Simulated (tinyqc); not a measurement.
Worked calculation (part 2 of 2): CIS and TDHF on RHF in the sto-3g basis, for BeH2, spin multiplicity 1. Computed by tinyqc, a small Python program that keeps every step (integrals from PySCF). Command: `OMP_NUM_THREADS=1 python tinyqc.py 21699 21700 out.jsonl` (the two numbers bound the seeds that draw the settings). One thread of a shared host (Intel(R) Xeon(R) Processor @ 2.60GHz), about 0.06 s of CPU time with the checks.

Geometry (angstrom):
```
atom,x,y,z
Be,0.0000,0.0000,0.0000
H,0.0000,1.3080,0.0000
H,0.0000,-1.3820,0.0000
```

## TDHF (RPA) singlet states

CIS matrix A, singlet (hartree):
```
,1>4,1>5,1>6,1>7,2>4,2>5,2>6,2>7,3>4,3>5,3>6,3>7
1>4,4.1948,0.0000,0.0000,0.0000,0.0379,0.0000,0.0000,0.0000,-0.0070,0.0000,0.0000,0.0000
1>5,0.0000,4.1948,0.0000,0.0000,0.0000,0.0379,0.0000,0.0000,0.0000,-0.0070,0.0000,0.0000
1>6,0.0000,0.0000,4.5468,0.0028,0.0000,0.0000,-0.0011,-0.0047,0.0000,0.0000,0.0021,-0.0171
1>7,0.0000,0.0000,0.0028,4.9163,0.0000,0.0000,-0.0047,0.0228,0.0000,0.0000,-0.0142,-0.0069
2>4,0.0379,0.0000,0.0000,0.0000,0.3961,0.0000,0.0000,0.0000,-0.0127,0.0000,0.0000,0.0000
2>5,0.0000,0.0379,0.0000,0.0000,0.0000,0.3961,0.0000,0.0000,0.0000,-0.0127,0.0000,0.0000
2>6,0.0000,0.0000,-0.0011,-0.0047,0.0000,0.0000,0.6699,-0.0019,0.0000,0.0000,-0.0022,0.0045
2>7,0.0000,0.0000,-0.0047,0.0228,0.0000,0.0000,-0.0019,1.0722,0.0000,0.0000,-0.0196,0.0026
3>4,-0.0070,0.0000,0.0000,0.0000,-0.0127,0.0000,0.0000,0.0000,0.3059,0.0000,0.0000,0.0000
3>5,0.0000,-0.0070,0.0000,0.0000,0.0000,-0.0127,0.0000,0.0000,0.0000,0.3059,0.0000,0.0000
3>6,0.0000,0.0000,0.0021,-0.0142,0.0000,0.0000,-0.0022,-0.0196,0.0000,0.0000,0.6325,0.0030
3>7,0.0000,0.0000,-0.0171,-0.0069,0.0000,0.0000,0.0045,0.0026,0.0000,0.0000,0.0030,1.0668
```

Two-electron integrals over orbitals (pq|rs), unique and non-zero (hartree):
```
p,q,r,s,(pq|rs)
1,1,1,1,2.2715
2,1,1,1,-0.1948
2,1,2,1,0.0259
2,2,1,1,0.4870
2,2,2,1,-0.0053
2,2,2,2,0.4234
3,1,1,1,0.0352
3,1,2,1,-0.0035
3,1,2,2,0.0066
3,1,3,1,0.0065
3,2,1,1,-1.36e-04
3,2,2,1,0.0033
3,2,2,2,0.0624
3,2,3,1,0.0125
3,2,3,2,0.1407
3,3,1,1,0.4547
3,3,2,1,-0.0039
3,3,2,2,0.3868
3,3,3,1,-0.0043
3,3,3,2,-0.0513
3,3,3,3,0.4537
4,1,4,1,0.0158
4,2,4,1,0.0150
4,2,4,2,0.0482
4,3,4,1,-0.0028
4,3,4,2,-0.0062
4,3,4,3,0.0156
4,4,1,1,0.5692
4,4,2,1,-0.0079
4,4,2,2,0.3689
4,4,3,1,0.0014
4,4,3,2,3.63e-04
4,4,3,3,0.3546
4,4,4,4,0.4499
5,1,5,1,0.0158
5,2,5,1,0.0150
5,2,5,2,0.0482
5,3,5,1,-0.0028
5,3,5,2,-0.0062
5,3,5,3,0.0156
5,4,5,4,0.0242
5,5,1,1,0.5692
5,5,2,1,-0.0079
5,5,2,2,0.3689
5,5,3,1,0.0014
5,5,3,2,3.63e-04
5,5,3,3,0.3546
5,5,4,4,0.4014
5,5,5,5,0.4499
6,1,1,1,-0.1822
6,1,2,1,0.0245
6,1,2,2,-0.0072
6,1,3,1,-0.0050
6,1,3,2,-0.0008
6,1,3,3,-0.0036
6,1,4,4,-0.0048
6,1,5,5,-0.0048
6,1,6,1,0.0239
6,2,1,1,0.1089
6,2,2,1,-0.0065
6,2,2,2,-0.0306
6,2,3,1,1.87e-04
6,2,3,2,-0.0189
6,2,3,3,-0.0394
6,2,4,4,0.0512
6,2,5,5,0.0512
6,2,6,1,-0.0039
6,2,6,2,0.0754
6,3,1,1,-0.0330
6,3,2,1,0.0009
6,3,2,2,-0.0322
6,3,3,1,-0.0025
6,3,3,2,-0.0851
6,3,3,3,0.0433
6,3,4,4,-0.0160
6,3,5,5,-0.0160
6,3,6,1,0.0012
6,3,6,2,-0.0060
6,3,6,3,0.0863
6,4,4,1,0.0163
6,4,4,2,0.0463
6,4,4,3,-0.0098
6,4,6,4,0.0507
6,5,5,1,0.0163
6,5,5,2,0.0463
6,5,5,3,-0.0098
6,5,6,5,0.0507
6,6,1,1,0.4752
6,6,2,1,-0.0067
6,6,2,2,0.3911
6,6,3,1,2.10e-04
6,6,3,2,-0.0097
6,6,3,3,0.4110
6,6,4,4,0.3663
6,6,5,5,0.3663
6,6,6,1,-0.0060
6,6,6,2,-0.0321
6,6,6,3,0.0158
6,6,6,6,0.4119
7,1,1,1,-0.0068
7,1,2,1,0.0032
7,1,2,2,0.0077
7,1,3,1,0.0107
7,1,3,2,0.0188
7,1,3,3,-0.0076
7,1,4,4,-3.69e-05
7,1,5,5,-3.69e-05
7,1,6,1,-1.58e-04
7,1,6,2,-0.0011
7,1,6,3,-0.0017
7,1,6,6,-0.0018
7,1,7,1,0.0211
7,2,1,1,0.0287
7,2,2,1,-0.0006
7,2,2,2,-0.0213
7,2,3,1,0.0035
7,2,3,2,-0.0418
7,2,3,3,0.0082
7,2,4,4,0.0120
7,2,5,5,0.0120
7,2,6,1,-0.0011
7,2,6,2,0.0260
7,2,6,3,0.0558
7,2,6,6,-0.0030
7,2,7,1,0.0071
7,2,7,2,0.0599
7,3,1,1,0.1373
7,3,2,1,-0.0050
7,3,2,2,-0.0043
7,3,3,1,-4.09e-04
7,3,3,2,-4.94e-04
7,3,3,3,-0.0199
7,3,4,4,0.0585
7,3,5,5,0.0585
7,3,6,1,-0.0031
7,3,6,2,0.0679
7,3,6,3,-0.0257
7,3,6,6,-0.0252
7,3,7,1,-0.0022
7,3,7,2,0.0104
7,3,7,3,0.0795
7,4,4,1,0.0009
7,4,4,2,0.0054
7,4,4,3,0.0129
7,4,6,4,0.0020
7,4,7,4,0.0167
7,5,5,1,0.0009
7,5,5,2,0.0054
7,5,5,3,0.0129
7,5,6,5,0.0020
7,5,7,5,0.0167
7,6,1,1,-0.0031
7,6,2,1,0.0025
7,6,2,2,0.0539
7,6,3,1,0.0108
7,6,3,2,0.1312
7,6,3,3,-0.0544
7,6,4,4,0.0007
7,6,5,5,0.0007
7,6,6,1,-0.0009
7,6,6,2,-0.0156
7,6,6,3,-0.0930
7,6,6,6,-0.0140
7,6,7,1,0.0164
7,6,7,2,-0.0551
7,6,7,3,0.0034
7,6,7,6,0.1391
7,7,1,1,0.5754
7,7,2,1,-0.0086
7,7,2,2,0.4331
7,7,3,1,0.0024
7,7,3,2,0.0182
7,7,3,3,0.4383
7,7,4,4,0.3904
7,7,5,5,0.3904
7,7,6,1,-0.0088
7,7,6,2,-0.0365
7,7,6,3,-0.0050
7,7,6,6,0.4330
7,7,7,1,0.0006
7,7,7,2,-0.0131
7,7,7,3,-0.0084
7,7,7,6,0.0125
7,7,7,7,0.4880
```

B(ia,jb) = 2 (ia|jb) - (ib|ja); the squared energies are the eigenvalues of (A - B)(A + B); 1 hartree = 27.211386 eV.

TDHF matrix B, singlet (hartree):
```
,1>4,1>5,1>6,1>7,2>4,2>5,2>6,2>7,3>4,3>5,3>6,3>7
1>4,0.0158,0.0000,0.0000,0.0000,0.0150,0.0000,0.0000,0.0000,-0.0028,0.0000,0.0000,0.0000
1>5,0.0000,0.0158,0.0000,0.0000,0.0000,0.0150,0.0000,0.0000,0.0000,-0.0028,0.0000,0.0000
1>6,0.0000,0.0000,0.0239,-0.0002,0.0000,0.0000,-0.0039,-0.0011,0.0000,0.0000,0.0012,-0.0046
1>7,0.0000,0.0000,-0.0002,0.0211,0.0000,0.0000,-0.0011,0.0071,0.0000,0.0000,-0.0002,-0.0022
2>4,0.0150,0.0000,0.0000,0.0000,0.0482,0.0000,0.0000,0.0000,-0.0062,0.0000,0.0000,0.0000
2>5,0.0000,0.0150,0.0000,0.0000,0.0000,0.0482,0.0000,0.0000,0.0000,-0.0062,0.0000,0.0000
2>6,0.0000,0.0000,-0.0039,-0.0011,0.0000,0.0000,0.0754,0.0260,0.0000,0.0000,-0.0060,0.0800
2>7,0.0000,0.0000,-0.0011,0.0071,0.0000,0.0000,0.0260,0.0599,0.0000,0.0000,0.0437,0.0104
3>4,-0.0028,0.0000,0.0000,0.0000,-0.0062,0.0000,0.0000,0.0000,0.0156,0.0000,0.0000,0.0000
3>5,0.0000,-0.0028,0.0000,0.0000,0.0000,-0.0062,0.0000,0.0000,0.0000,0.0156,0.0000,0.0000
3>6,0.0000,0.0000,0.0012,-0.0002,0.0000,0.0000,-0.0060,0.0437,0.0000,0.0000,0.0863,-0.0257
3>7,0.0000,0.0000,-0.0046,-0.0022,0.0000,0.0000,0.0800,0.0104,0.0000,0.0000,-0.0257,0.0795
```

squared energies w^2 (hartree^2): 0.0923  0.0923  0.1556  0.1556  0.3887  0.4376  1.1226  1.1452  17.5993  17.5993  20.6736  24.1718

TDHF energies from the positive w^2 (eV): 8.2659  8.2659  10.7322  10.7322  16.9656  18.0010  28.8314  29.1206  114.1560  114.1560  123.7254  133.7843

## CIS matrix, triplets

orbital energies (hartree): MO1 -4.5204, MO2 -0.4566, MO3 -0.4171, MO4 0.2121, MO5 0.2121, MO6 0.4537, MO7 0.9290

A(ia,jb) = (e_a - e_i) d_ij d_ab - (ij|ab).

CIS matrix A, triplet (hartree):
```
,1>4,1>5,1>6,1>7,2>4,2>5,2>6,2>7,3>4,3>5,3>6,3>7
1>4,4.1633,0.0000,0.0000,0.0000,0.0079,0.0000,0.0000,0.0000,-0.0014,0.0000,0.0000,0.0000
1>5,0.0000,4.1633,0.0000,0.0000,0.0000,0.0079,0.0000,0.0000,0.0000,-0.0014,0.0000,0.0000
1>6,0.0000,0.0000,4.4989,0.0031,0.0000,0.0000,0.0067,-0.0025,0.0000,0.0000,-0.0002,-0.0108
1>7,0.0000,0.0000,0.0031,4.8741,0.0000,0.0000,-0.0025,0.0086,0.0000,0.0000,-0.0108,-0.0024
2>4,0.0079,0.0000,0.0000,0.0000,0.2998,0.0000,0.0000,0.0000,-0.0004,0.0000,0.0000,0.0000
2>5,0.0000,0.0079,0.0000,0.0000,0.0000,0.2998,0.0000,0.0000,0.0000,-0.0004,0.0000,0.0000
2>6,0.0000,0.0000,0.0067,-0.0025,0.0000,0.0000,0.5192,-0.0539,0.0000,0.0000,0.0097,-0.1312
2>7,0.0000,0.0000,-0.0025,0.0086,0.0000,0.0000,-0.0539,0.9525,0.0000,0.0000,-0.1312,-0.0182
3>4,-0.0014,0.0000,0.0000,0.0000,-0.0004,0.0000,0.0000,0.0000,0.2746,0.0000,0.0000,0.0000
3>5,0.0000,-0.0014,0.0000,0.0000,0.0000,-0.0004,0.0000,0.0000,0.0000,0.2746,0.0000,0.0000
3>6,0.0000,0.0000,-0.0002,-0.0108,0.0000,0.0000,0.0097,-0.1312,0.0000,0.0000,0.4598,0.0544
3>7,0.0000,0.0000,-0.0108,-0.0024,0.0000,0.0000,-0.1312,-0.0182,0.0000,0.0000,0.0544,0.9078
```

## CIS triplet states

Diagonalise A (1 hartree = 27.211386 eV); each vector has its largest component positive (the first on a tie).

triplet excitation energies (eV): 7.4718  7.4718  8.1576  8.1576  11.4441  12.8973  25.7996  27.1184  113.2901  113.2901  122.4229  132.6320

lowest vectors:
```
,state 1,state 2,state 3,state 4,state 5,state 6
1>4,0.0003,-0.0001,-0.0019,0.0006,0.0000,0.0000
1>5,0.0001,0.0003,-0.0006,-0.0019,0.0000,0.0000
1>6,0.0000,0.0000,0.0000,0.0000,0.0001,-0.0007
1>7,0.0000,0.0000,0.0000,0.0000,0.0017,0.0008
2>4,0.0141,-0.0022,0.9548,-0.2970,0.0000,0.0000
2>5,0.0022,0.0141,0.2970,0.9548,0.0000,0.0000
2>6,0.0000,0.0000,0.0000,0.0000,-0.1677,0.9345
2>7,0.0000,0.0000,0.0000,0.0000,0.2128,0.1618
3>4,0.9877,-0.1560,-0.0136,0.0042,0.0000,0.0000
3>5,0.1560,0.9877,-0.0042,-0.0136,0.0000,0.0000
3>6,0.0000,0.0000,0.0000,0.0000,0.9518,0.1689
3>7,0.0000,0.0000,0.0000,0.0000,-0.1434,0.2682
```

Within a degenerate level the vectors are fixed only up to a rotation; this is one choice.

## TDHF (RPA) triplet states

B(ia,jb) = - (ib|ja); the squared energies are the eigenvalues of (A - B)(A + B); 1 hartree = 27.211386 eV.

TDHF matrix B, triplet (hartree):
```
,1>4,1>5,1>6,1>7,2>4,2>5,2>6,2>7,3>4,3>5,3>6,3>7
1>4,-0.0158,0.0000,0.0000,0.0000,-0.0150,0.0000,0.0000,0.0000,0.0028,0.0000,0.0000,0.0000
1>5,0.0000,-0.0158,0.0000,0.0000,0.0000,-0.0150,0.0000,0.0000,0.0000,0.0028,0.0000,0.0000
1>6,0.0000,0.0000,-0.0239,0.0002,0.0000,0.0000,0.0039,0.0011,0.0000,0.0000,-0.0012,0.0017
1>7,0.0000,0.0000,0.0002,-0.0211,0.0000,0.0000,0.0011,-0.0071,0.0000,0.0000,0.0031,0.0022
2>4,-0.0150,0.0000,0.0000,0.0000,-0.0482,0.0000,0.0000,0.0000,0.0062,0.0000,0.0000,0.0000
2>5,0.0000,-0.0150,0.0000,0.0000,0.0000,-0.0482,0.0000,0.0000,0.0000,0.0062,0.0000,0.0000
2>6,0.0000,0.0000,0.0039,0.0011,0.0000,0.0000,-0.0754,-0.0260,0.0000,0.0000,0.0060,-0.0558
2>7,0.0000,0.0000,0.0011,-0.0071,0.0000,0.0000,-0.0260,-0.0599,0.0000,0.0000,-0.0679,-0.0104
3>4,0.0028,0.0000,0.0000,0.0000,0.0062,0.0000,0.0000,0.0000,-0.0156,0.0000,0.0000,0.0000
3>5,0.0000,0.0028,0.0000,0.0000,0.0000,0.0062,0.0000,0.0000,0.0000,-0.0156,0.0000,0.0000
3>6,0.0000,0.0000,-0.0012,0.0031,0.0000,0.0000,0.0060,-0.0679,0.0000,0.0000,-0.0863,0.0257
3>7,0.0000,0.0000,0.0017,0.0022,0.0000,0.0000,-0.0558,-0.0104,0.0000,0.0000,0.0257,-0.0795
```

squared energies w^2 (hartree^2): 0.0751  0.0751  0.0875  0.0875  0.1603  0.2101  0.8933  0.9884  17.3327  17.3327  20.2400  23.7566

TDHF energies from the positive w^2 (eV): 7.4579  7.4579  8.0487  8.0487  10.8953  12.4736  25.7190  27.0532  113.2878  113.2878  122.4211  132.6304
